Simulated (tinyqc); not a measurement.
Inside a calculation. Model: charge-trap memory cell.

Numbers from tinyqc (`OMP_NUM_THREADS=1 python tinyqc.py 2130132 2130133 out.jsonl`; about 0.06 s on one thread of a shared Intel Xeon 2.30GHz). Printed values are rounded.

Channel, tunnel oxide, storage layer, blocking layer, gate. N electrons per area sit in a sheet at the centroid and shift the threshold by U = (q/eps0) N (tb/eb + xc tn/en). EOT = t1 + 3.9 (tn/en + tb/eb); tunnel field F = (Vg - U)/EOT; dN/dt = eta (J/q)(1 - N/Nm). Fowler-Nordheim: J = A F^2 exp(-B/F), A = q^2/(16 pi^2 hbar mo phi) (times 1e14 for A/cm^2 with F in V/nm, emitter mass m0), B = (4/3) sqrt(mo/C) phi^1.5, C = hbar^2/(2 m0).

Parameters, values chosen for the exercise; oxide values close to those of silicon dioxide, storage layer close to silicon nitride, blocking layer close to aluminium oxide:
```
symbol   value   unit                                                      meaning
phi       3.12     eV                                               tunnel barrier
mo        0.41     m0                                              tunnelling mass
t1         4.5     nm                              tunnel oxide (permittivity 3.9)
tn         5.5     nm                                                storage layer
en         7.6                                           its relative permittivity
tb        13.7     nm                                               blocking layer
eb           9                                           its relative permittivity
xc        0.32         charge centroid, share of tn counted from the blocking side
eta       0.87                                capture efficiency of an empty layer
Nm      1.2e13  cm^-2                                                 trap density
T          300      K                                          storage temperature
E1        0.76     eV                                        shallowest trap depth
E2        2.09     eV                                           deepest trap depth
nu        1e12    1/s                                            attempt frequency
Vg        14.5      V            gate voltage less flat band and surface potential
d0      1.1e-6      s                                              first time step
gr         1.8                                                  growth of the step
n            8                                                               steps
```

Constants: q = 1.602176634e-19 C, kB = 1.380649e-23 J/K, hbar = 1.054571817e-34 J s, m0 = 9.1093837015e-31 kg, Vt = kB T/q, eps0 = 8.8541878128e-14 F/cm where lengths are in cm, hbar^2/(2 m0) = 0.0380998212 eV nm^2. Results are converted to the units shown.

Range of the model: The Fowler-Nordheim form needs F t1 above phi; trap-assisted paths and leakage through the blocking layer are left out.

## Constants of the stack

EOT, the shift for 1e12 electrons per cm^2, the shift with all traps full, and the starting field, current and rate.

EOT = 13.2590 nm
shift for 1e12 cm^-2 = 0.317353 V
shift with all traps full = 3.80823 V
F(0) = 1.09359 V/nm
J(0) = 0.0385578 A/cm^2
dN/dt at the start = 2.09373e17 cm^-2 s^-1

## Midpoint steps of growing length

N(half) = N + (d/2) r(N), N(new) = N + d r(N(half)), r = dN/dt; the step starts at d0 and is multiplied by gr each time. Field in the blocking layer (3.9 F + q N/eps0)/eb.

```
step       t (s)   N (cm^-2)    U (V)  F (V/nm)  blocking field (V/nm)
0              0           0  0.00000   1.09359               0.473891
1         1.1e-6  2.14658e11  0.06812   1.08846               0.475980
2        3.08e-6  5.39486e11  0.17121   1.08068               0.479142
3       6.644e-6  9.91408e11  0.31463   1.06986               0.483541
4     1.30592e-5  1.56412e12  0.49638   1.05616               0.489116
5     2.46066e-5  2.22991e12  0.70767   1.04022               0.495596
6     4.53918e-5  2.95354e12  0.93731   1.02290               0.502640
7     8.28053e-5  3.70439e12  1.17560   1.00493               0.509949
8     1.50149e-4  4.46039e12  1.41552   0.98684               0.517308
```

A converged integration gives U = 1.464 V at the last time; the steps are 3.3 % below that. The tunnel field falls by 9.76 % while the blocking field rises by 9.16 %.

## Retention after ten years

Retention: filled traps are spread evenly in depth from E1 to E2, and each empties at the rate nu exp(-E/kB T). The share left is the mean of exp(-nu t exp(-E/kB T)) = [kB T/(E2 - E1)] [E1x(nu t exp(-E2/kB T)) - E1x(nu t exp(-E1/kB T))], E1x the exponential integral; traps shallower than about Ed = kB T ln(nu t) are empty. t = 3.15576e8 s.

Ed = 1.22024 eV
share left = 0.642736
loss a decade while Ed lies between E1 and E2, kB T ln 10/(E2 - E1) = 0.0447567

The sharp-edge estimate (E2 - Ed)/(E2 - E1) is 0.654; the true edge lies 0.577 kB T deeper.
